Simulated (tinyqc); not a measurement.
Worked calculation: virtual-crystal alloy A(1-x)B(x) in sp3s* tight binding. Values are carried at full precision from step to step, so a last printed digit may differ when a step is redone from the rounded ones.

Virtual crystal: a(x) = (1 - x) aA + x aB (Vegard); the six levels are averaged linearly; the seven couplings follow Harrison's rule, V(x) a(x)^2 = (1 - x) V_A aA^2 + x V_B aB^2. No spin-orbit coupling and no disorder. Gaps are measured from the top of the valence band at Gamma; the Delta value is the minimum on (kx,0,0) for kx from 0.5 to 1.

Values chosen for the exercise (A near a published set for Si, B for Ge; such sets place X and L only to about 0.5 eV; the results hold for these values, not for the real material):
```
symbol  value                                                                                         unit      meaning
aA      5.436                                                                                         angstrom  lattice constant of A
aB      5.653                                                                                         angstrom  of B
pA      (-4.21, 1.719, -4.21, 1.719, 6.696, 6.696, -8.313, 1.71, 4.586, 5.749, 5.749, 5.361, 5.361)   eV        order Esa, Epa, Esc, Epc, Exa, Exc, Vss, Vxx, Vxy, Vsapc, Vscpa, Vxapc, Vpaxc
pB      (-5.888, 1.604, -5.888, 1.604, 6.405, 6.405, -6.805, 1.605, 4.891, 5.456, 5.456, 5.23, 5.23)  eV        the same for B
x       0.18                                                                                                    fraction of B
```

## Parameters of the alloy

Form a(x) and the thirteen parameters.

a(x) = 5.4751 angstrom

parameters (eV): Esa -4.5120, Epa 1.6983, Esc -4.5120, Epc 1.6983, Exa 6.6436, Exc 6.6436, Vss -8.0256, Vxx 1.6902, Vxy 4.6456, Vsapc 5.6941, Vscpa 5.6941, Vxapc 5.3371, Vpaxc 5.3371

Against a plain linear average the 1/a^2 rule changes Vss by +16.0 meV and Vxy by +4.7 meV.

## Levels at Gamma

The parameters stand in the order Esa, Epa, Esc, Epc, Exa, Exc, Vss, Vxx, Vxy, Vsapc, Vscpa, Vxapc, Vpaxc. At k = 0 the s levels are the roots of [[Esa, Vss], [Vss, Esc]] and the p levels those of [[Epa, Vxx], [Vxx, Epc]]; the direct gap runs from the lower p root to the lower of the two upper roots.

s roots (eV): -12.5376  3.5135

p roots (eV): 0.0081  3.3885

direct gap = 3.3805 eV

The lowest empty level at Gamma is p-like.

## The Hamiltonian at L

sp3s* tight binding, nearest neighbours only: anion (a) at 0, cation (c) at a/4 (1,1,1), orbitals s, px, py, pz, s* on each; k in units of 2 pi/a. With phases e_j = exp(i (pi/2) k.n_j) for n = (1,1,1), (1,-1,-1), (-1,1,-1), (-1,-1,1): g0 = (e1+e2+e3+e4)/4, g1 = (e1+e2-e3-e4)/4, g2 = (e1-e2+e3-e4)/4, g3 = (e1-e2-e3+e4)/4. The diagonal holds the levels Esa, Epa, Exa (s*) and Esc, Epc, Exc. Anion-cation block: <sa|sc> = Vss g0; <sa|xc> = Vsapc g1; <xa|sc> = -Vscpa g1; <xa|xc> = Vxx g0; <xa|yc> = <ya|xc> = Vxy g3, <xa|zc> = <za|xc> = Vxy g2, <ya|zc> = <za|yc> = Vxy g1; <s*a|xc> = Vxapc g1; <xa|s*c> = -Vpaxc g1; y and z take g2 and g3 in place of g1; s-s* and s*-s* vanish.

k = (1/2,1/2,1/2); parameters in the order Esa, Epa, Esc, Epc, Exa, Exc, Vss, Vxx, Vxy, Vsapc, Vscpa, Vxapc, Vpaxc.

g0, g1, g2, g3: 0.3536-0.3536i  -0.3536+0.3536i  -0.3536+0.3536i  -0.3536+0.3536i

H (eV):
```
,sa,xa,ya,za,s*a,sc,xc,yc,zc,s*c
sa,-4.5120,0,0,0,0,-2.8375+2.8375i,-2.0132+2.0132i,-2.0132+2.0132i,-2.0132+2.0132i,0
xa,0,1.6983,0,0,0,2.0132-2.0132i,0.5976-0.5976i,-1.6425+1.6425i,-1.6425+1.6425i,1.8870-1.8870i
ya,0,0,1.6983,0,0,2.0132-2.0132i,-1.6425+1.6425i,0.5976-0.5976i,-1.6425+1.6425i,1.8870-1.8870i
za,0,0,0,1.6983,0,2.0132-2.0132i,-1.6425+1.6425i,-1.6425+1.6425i,0.5976-0.5976i,1.8870-1.8870i
s*a,0,0,0,0,6.6436,0,-1.8870+1.8870i,-1.8870+1.8870i,-1.8870+1.8870i,0
sc,-2.8375-2.8375i,2.0132+2.0132i,2.0132+2.0132i,2.0132+2.0132i,0,-4.5120,0,0,0,0
xc,-2.0132-2.0132i,0.5976+0.5976i,-1.6425-1.6425i,-1.6425-1.6425i,-1.8870-1.8870i,0,1.6983,0,0,0
yc,-2.0132-2.0132i,-1.6425-1.6425i,0.5976+0.5976i,-1.6425-1.6425i,-1.8870-1.8870i,0,0,1.6983,0,0
zc,-2.0132-2.0132i,-1.6425-1.6425i,-1.6425-1.6425i,0.5976+0.5976i,-1.8870-1.8870i,0,0,0,1.6983,0
s*c,0,1.8870+1.8870i,1.8870+1.8870i,1.8870+1.8870i,0,0,0,0,0,6.6436
```

## Levels at L

Diagonalise H; four bands are filled. The top of the valence band is the lower p root at Gamma.

levels (eV): -10.2088  -7.2451  -1.4696  -1.4696  2.1814  2.5199  4.8662  4.8662  9.1059  11.3065

gap from the valence top to L = 2.1734 eV

## The three valleys

The same at Gamma, along Delta and at L.

gaps (eV): Gamma 3.3805, Delta 1.1131, L 2.1734

position of the Delta minimum = 0.743 2 pi/a

In this model the alloy is indirect, with its lowest valley at the Delta line and the next 1060 meV above. The bowing from disorder and bond relaxation, left out here, lowers real gaps, by tenths of an eV in badly matched pairs.

## Checks

- Direct gap from the blocks against the full matrix: both 3.38050.

Run: tinyqc, `OMP_NUM_THREADS=1 python tinyqc.py 1451141 1451142 out.jsonl`; Intel(R) Xeon(R) Processor @ 2.30GHz, one thread, shared host; about 0.06 s of CPU time with all checks.
